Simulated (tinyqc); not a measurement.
# Undoped symmetric double-gate MOSFET, analytic potential model: two studies

An undoped body of thickness ts between two equal insulators and tied gates; long channel, electrons only, n = ni exp((psi - V)/Vt) with V the quasi-Fermi potential (0 at the source, Vd at the drain), constant mobility, no quantisation. Across the body psi(x) = V - 2 Vt ln[(ts/(2 beta)) sqrt(q ni/(2 eps0 eps_r Vt)) cos(2 beta x/ts)], x from the centre. Q is the electron charge per area of the whole body.

Parameters, values chosen for the exercise; material values close to those of In0.53Ga0.47As: temperature T = 250 K; band gap Eg = 0.735 eV; relative permittivity of the semiconductor eps_r = 14; conduction-band density of states at T Nc = 1.62e17 cm^-3; valence-band density of states at T Nv = 5.78e18 cm^-3; relative permittivity of the gate insulator eox = 22; insulator thickness tox = 10 nm; body thickness ts = 25 nm; gate work function less that of the intrinsic body dphi = 0.1 V; channel mobility mu = 120 cm^2/(V s); gate length L = 0.1 um; drain voltage Vd = 0.3 V.

Constants: q = 1.602176634e-19 C, kB = 1.380649e-23 J/K, Vt = kB T/q, eps0 = 8.8541878128e-14 F/cm where lengths are in cm. Results are converted to the units shown.

Each table varies one quantity; the others keep the values above.

## Effect of the body thickness

ni = sqrt(Nc Nv) exp(-Eg/(2 Vt)), Eg in volts; r = eps_r tox/(eox ts); V0 = dphi + 2 Vt ln[(2/ts) sqrt(2 eps0 eps_r Vt/(q ni))]. beta (between 0 and pi/2) solves (Vg - V0 - V)/(2 Vt) = ln(beta) - ln(cos beta) + 2 r beta tan(beta). Q = 8 eps0 eps_r Vt beta tan(beta)/ts; I = mu (1/L)(4 eps0 eps_r/ts)(2 Vt)^2 [g(beta_s) - g(beta_d)] per width, g = beta tan(beta) - beta^2/2 + r beta^2 tan^2(beta), with beta_s at V = 0 and beta_d at V = Vd.  I(low) is taken at Vg = 0.18 V, Qs and I(high) at Vg = 0.93 V.

Result of one run:
```
ts (nm)  V0 (V)  I(low) (nA/um)  Qs(high) (nC/cm^2)  I(high) (uA/um)
62       0.3958         0.03977                1453            341.4
```

What becomes of these results when the body thickness ts is changed from 62 to 32 nm, all else the same?

Result of the changed run:
```
ts (nm)  V0 (V)  I(low) (nA/um)  Qs(high) (nC/cm^2)  I(high) (uA/um)
32       0.4243         0.02053                1453            341.1
```

The whole series:
```
ts (nm)  V0 (V)  I(low) (nA/um)  Qs(high) (nC/cm^2)  I(high) (uA/um)
8.3      0.4824        0.005324                1449            338.2
12       0.4666        0.007698                1451            339.6
16       0.4542         0.01026                1452            340.3
23       0.4385         0.01475                1452            340.8
32       0.4243         0.02053                1453            341.1
45       0.4096         0.02887                1453            341.3
62       0.3958         0.03977                1453            341.4
```

As ts goes from 8.3 to 62 nm, I(low) rises from 0.00532 to 0.0398 nA/um and I(high) rises from 338 to 341 uA/um. On average I(low) goes as ts^(1.00) and I(high) goes as ts^(0.00). Below threshold the charge is proportional to the cross-section of the body; above it the insulator sets the charge. In every row the surface density at the source at the higher gate voltage passes 0.3 Nc, where Boltzmann statistics fail. In every row mu V/L at the higher gate voltage, with V the smaller of Vd and Vg - V0, passes 3e6 cm/s, so velocity saturation would lower the current. For ts = 23 to 62 nm L is under three scale lengths of this cross-section, so short-channel effects, left out here, would raise the subthreshold current.

## Transfer curve and volume inversion

Q = 8 eps0 eps_r Vt beta tan(beta)/ts; I = mu (1/L)(4 eps0 eps_r/ts)(2 Vt)^2 [g(beta_s) - g(beta_d)] per width, g = beta tan(beta) - beta^2/2 + r beta^2 tan^2(beta), with beta_s at V = 0 and beta_d at V = Vd. The drop is psi(surface) - psi(centre) at the source end; C = dQs/dVg, Cg = 2 eps0 eox/tox; gm = dI/dVg.

Transfer curve and volume inversion:
```
Vg (V)  Qs (nC/cm^2)  drop (mV)      C/Cg  I (uA/um)  gm/I (1/V)
0.13        6.091e-5   1.535e-5  7.257e-7   1.575e-6       46.42
0.28         0.06427    0.01620  7.648e-4   0.001662       46.39
0.43           34.89      8.229    0.2523      1.200       34.89
0.58           330.0      50.55    0.6806      30.34       13.05
0.73           777.0      80.63    0.8255      127.5       6.983
0.88            1279      100.1    0.8849      282.9       4.025
1.03            1806      114.1    0.9153      461.9       2.673
1.18            2346      124.9    0.9334      650.9       1.968
1.33            2896      133.6    0.9453      845.2       1.547
```

The current rises from 1.57e-6 to 845 uA/um. In the first row gm/I is 46.4 1/V, within 0.01 % of 1/Vt: with no depletion charge the whole body follows the gate, and the swing is ideal. The drop between surface and centre goes from 1.5e-5 to 134 mV and passes Vt at Vg = 0.58 V among the rows; below that the density varies across the body by less than a factor of e (volume inversion). C reaches 0.95 of Cg in the last row. For Vg = 0.43 to 1.33 V the surface density at the source passes 0.3 Nc, where Boltzmann statistics fail. For Vg = 0.73 to 1.33 V mu V/L, with V the smaller of Vd and Vg - V0, passes 3e6 cm/s, so velocity saturation would lower the current. In every row L is under three scale lengths of this cross-section, so short-channel effects, left out here, would raise the subthreshold current.

Numbers from tinyqc (`OMP_NUM_THREADS=1 python tinyqc.py 2440059 2440060 out.jsonl`; about 0.01 s on one thread of a shared Intel Xeon 2.30GHz).
